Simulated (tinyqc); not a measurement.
# Worked calculation: short-channel transistor, virtual-source model with series resistance

Program tinyqc, `OMP_NUM_THREADS=1 python tinyqc.py 2380052 2380053 out.jsonl`; Intel Xeon 2.30GHz, shared host, one thread, about 0.01 s. Printed values are rounded.

The current per gate width is the charge at the top of the source barrier (the virtual source) times its velocity times a saturation function; al and be are fitting constants of the model. Units: I in uA/um, Rs in ohm um, so I Rs = 1e-6 I Rs in volts; Q in uC/cm^2, so I = 1e-4 Q vx0 Fsat with vx0 in cm/s.

Values chosen for this exercise:
- T = 293 K (temperature)
- Cinv = 3.49 uF/cm^2 (inversion capacitance)
- vx0 = 2.24e7 cm/s (velocity at the virtual source)
- mu = 89 cm^2/(V s) (apparent mobility)
- L = 90 nm (channel length)
- VT0 = 0.49 V (threshold at zero drain voltage)
- dl = 0.083 V/V (drain-induced barrier lowering)
- n0 = 1.56 (subthreshold factor)
- nd = 0 1/V (growth of n with drain voltage)
- al = 3.5 (threshold shift (in units of Vt) from weak to strong inversion)
- be = 1.8 (sharpness of saturation)
- Rs = 150 ohm um (series resistance of each contact)
- Vgs = 0.9 V (gate voltage)
- Vds = 0.05 V (drain voltage)

Constants: q = 1.602176634e-19 C, kB = 1.380649e-23 J/K, Vt = kB T/q. Results are converted to the units shown.

## Iteration 1: current through the series resistance

I at the start = 0 uA/um

Intrinsic voltages Vg' = Vgs - I Rs, Vd' = Vds - 2 I Rs. n = n0 + nd Vd', VT = VT0 - dl Vd', Ff = 1/(1 + exp((Vg' - VT + al Vt/2)/(al Vt))), Q = Cinv n Vt ln(1 + exp((Vg' - VT + al Vt Ff)/(n Vt))), Vdsat = (vx0 L/mu)(1 - Ff) + Vt Ff, Fsat = u/(1 + u^be)^(1/be) with u = Vd'/Vdsat, and I(out) = Q vx0 Fsat per width. (Fsat takes the sign of u.) I(new) = I(out).

Vg' = 0.9 V
Vd' = 0.05 V
VT = 0.485850 V
Ff = 0.00556042
Q = 1.44710 uC/cm^2
Vdsat = 2.25271 V
Fsat = 0.0221825
I(out) = 71.9046 uA/um
I after iteration 1 = 71.9046 uA/um

## Iteration 2: current through the series resistance

As before.

Vg' = 0.889214 V
Vd' = 0.0284286 V
VT = 0.487640 V
Ff = 0.00640536
Q = 1.40347 uC/cm^2
Vdsat = 2.25082 V
Fsat = 0.0126276
I(out) = 39.6986 uA/um
I after iteration 2 = 39.6986 uA/um

## Iteration 3: current through the series resistance

As before.

Vg' = 0.894045 V
Vd' = 0.0380904 V
VT = 0.486838 V
Ff = 0.00601219
Q = 1.42301 uC/cm^2
Vdsat = 2.25170 V
Fsat = 0.0169102
I(out) = 53.9020 uA/um
I after iteration 3 = 53.9020 uA/um

## Course of the iteration: current through the series resistance

Stop when I changes by less than 1e-7 uA/um, or after 80 iterations.

Course of the iteration:

| iteration | I (uA/um) | \|change\| (uA/um) |
|---|---|---|
| 1 | 71.9046 | 71.9 |
| 2 | 39.6986 | 32.2 |
| 3 | 53.9020 | 14.2 |
| 4 | 47.5937 | 6.31 |
| 5 | 50.3868 | 2.79 |
| 6 | 49.1484 | 1.24 |
| 7 | 49.6972 | 0.549 |
| 8 | 49.4539 | 0.243 |
| 9 | 49.5617 | 0.108 |
| ... | ... | ... |
| 19 | 49.5286 | 3.15e-5 |
| 20 | 49.5286 | 1.40e-5 |
| 21 | 49.5286 | 6.19e-6 |
| 22 | 49.5286 | 2.74e-6 |
| 23 | 49.5286 | 1.22e-6 |
| 24 | 49.5286 | 5.39e-7 |
| 25 | 49.5286 | 2.39e-7 |
| 26 | 49.5286 | 1.06e-7 |
| 27 | 49.5286 | 4.69e-8 |

Converged in 27 iterations. At the end each change is about 0.44 times the one before, with alternating sign: linear convergence.

## What the series resistance costs

converged I = 49.5286 uA/um
I0 = 71.9046 uA/um

Intrinsic voltages Vg' = Vgs - I Rs, Vd' = Vds - 2 I Rs. n = n0 + nd Vd', VT = VT0 - dl Vd', Ff = 1/(1 + exp((Vg' - VT + al Vt/2)/(al Vt))), Q = Cinv n Vt ln(1 + exp((Vg' - VT + al Vt Ff)/(n Vt))), Vdsat = (vx0 L/mu)(1 - Ff) + Vt Ff, Fsat = u/(1 + u^be)^(1/be) with u = Vd'/Vdsat, and I = Q vx0 Fsat per width. I0 is the current for Rs = 0. Effective velocity I/Q; transit time L Q/I.

loss against I0 = 31.1190 %
effective velocity = 3.49520e5 cm/s
transit time = 25.7496 ps

The carriers leave the virtual source at 1.56 % of vx0: Vd' is not large against Vdsat.
